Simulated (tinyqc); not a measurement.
Inside a calculation. Model: capillary instabilities by surface diffusion: grooving and agglomeration of films, edge retraction, wire break-up and smoothing of roughness. Computed by tinyqc, a small Python program that keeps every step. Command: `OMP_NUM_THREADS=1 python tinyqc.py 3012281 3012282 out.jsonl dewet walk`. One thread of a shared host (Intel(R) Xeon(R) Processor @ 2.30GHz), about 0.01 s of CPU time with the checks. Intermediate numbers are printed to about 5 digits and carried at full precision; extremes and crossings named in words are read from the listed rows.

Isotropic surface energy; shapes change by surface diffusion alone.

Inputs (values chosen for the exercise, for a model film):
```
quantity                                value        unit
surface energy gamma_s                   1.83       J/m^2
grain-boundary energy gamma_b            0.48       J/m^2
contact angle on the substrate theta       95     degrees
atomic volume Omega                      11.8  angstrom^3
surface sites nu                           12      1/nm^2
prefactor D0                          0.00018       m^2/s
activation energy Q                      1.06          eV
temperature T                             520           K
time t                                   3200           s
film thickness h                           13          nm
grain radius R                            100          nm
wire radius r                             3.4          nm
initial ripple over radius               0.01           -
roughness wavelength lambda                78          nm
```

Grooves: at the surface only.

Constants: k_B = 8.617333262e-05 eV/K; k_B = 1.380649e-23 J/K.

## The Mullins constant

B = D_s nu gamma_s Omega^2/(k_B T), D_s = D0 exp(-Q/(k_B T)).

D_s = 9.5913e-15 m^2/s

B = 4085.0 nm^4/s

length (B t)^(1/4) = 60.129 nm

Lengths grow as t^(1/4): doubling one takes 16 times as long, or roughly 73 K more.

## Will grooves cut through?

Groove angle beta: sin(beta) = gamma_b/(2 gamma). For circular grains of radius R with spherical caps the groove ends (measured from the mean surface) at the depth R g(beta), g = (2 - 3 cos beta + cos^3 beta)/(3 sin^3 beta). The film parts if R g(beta_s) > h.

beta_s = 7.5359 degrees

sum of g = 0.032977

critical R/h = 30.324

final depth over h = 0.25367

The grooves stop short by this estimate; triple junctions groove deeper and may still open.

## Groove growth in time

Mullins' isolated groove: depth below the flat surface d = 0.780 m (B t)^(1/4), m = tan(beta_s), width between the ridges 4.6 (B t)^(1/4); time to reach h: (h/(0.780 m))^4/B.

groove depth = 6.2045 nm

groove width = 276.59 nm

time to reach the substrate = 61673 s

Caution: the grooves of neighbouring boundaries overlap, so the depth levels off at its final value. Caution: the grains are too small for the surface groove ever to reach the depth h.

## Retraction of a straight edge

A rim shaped as a circular segment with contact angle theta holds the area h x; its radius r obeys r^2 (theta - sin theta cos theta) = h x. To advance, the edge must carry a strip of the rim height H = r (1 - cos theta) over the rim, driven by the curvature 1/r over the distance r theta (the scaling argument of Brandon and Bradshaw): H dx/dt = B/(theta r^2) gives x^(5/2) = (5/2) B t c^(3/2)/(theta (1 - cos theta) h^(3/2)), c = theta - sin theta cos theta.

retraction x = 239.91 nm

rim height H = 45.963 nm

present speed = 0.029989 nm/s

The rim is 3.5 times the film thickness. x goes as t^(2/5) h^(-3/5): thin films retract faster.

## Break-up of a free wire

A wire with r + A cos(k z) has dA/dt = (B/r^4) (kr)^2 [1 - (kr)^2] A: unstable for wavelengths above 2 pi r, fastest at kr = 1/sqrt 2 with the rate B/(4 r^4); break-up time about (4 r^4/B) ln(r/A0); each wavelength makes a sphere of radius (3 r^2 lambda_m/4)^(1/3).

fastest wavelength = 30.212 nm

break-up time = 0.60261 s

radius of the spheres = 6.3983 nm

t over the break-up time = 5310.3

The wire breaks up within t. Caution: faceting can stabilise wires along low-index directions.

## Smoothing against break-up

Roughness of wavelength lambda on a flat face decays as exp[-B (2 pi/lambda)^4 t]; the smoothing time is that for a factor e^3.

Times (s); the last column is (h/(0.780 tan beta_s))^4/B:
```
T (K)  B (nm^4/s)   smoothing  wire break-up  groove to depth h
442    7.3929e+01  9.6375e+02     3.3297e+01         3.4077e+06
468    3.2769e+02  2.1743e+02     7.5121e+00         7.6882e+05
494    1.2381e+03  5.7547e+01     1.9882e+00         2.0348e+05
520    4.0850e+03  1.7442e+01     6.0261e-01         6.1673e+04
546    1.2001e+04  5.9371e+00     2.0512e-01         2.0993e+04
572    3.1896e+04  2.2338e+00     7.7176e-02         7.8985e+03
624    1.7548e+05  4.0601e-01     1.4028e-02         1.4356e+03
```

All times share 1/B, so their ratios do not depend on T: break-up over smoothing is 0.035. The wire breaks before this roughness is smoothed, at any temperature. Smoothing is safe for lambda well below 2 pi r, above which a ripple along the wire grows instead. B spans 3.4 decades over these rows.

Checks made by the program: g against the volume of a spherical cap (relative difference below 1e-10).
